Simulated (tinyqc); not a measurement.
## Via and link resistance from two via chains

Problem. A chain of 1000 vias joined by 1000 metal links has R = 1000 (Rv + Rlink), with Rlink proportional to the link length. Find Rv, Rlink for length L, and the value of Rv that the short chain would give if the links were ignored.

resistance of chains of 1000 links with link lengths L and 3 L (ohm): 44200  50600

Answer. R per link is a straight line in the link length; its intercept at zero length is Rv.

Rv = 41.0 ohm
Rlink = 3.20 ohm
Rv without correction = 44.2 ohm

Program tinyqc, `OMP_NUM_THREADS=1 python tinyqc.py 2750002 2750003 out.jsonl`; Intel Xeon 2.30GHz, shared host, one thread, about 0.01 s.
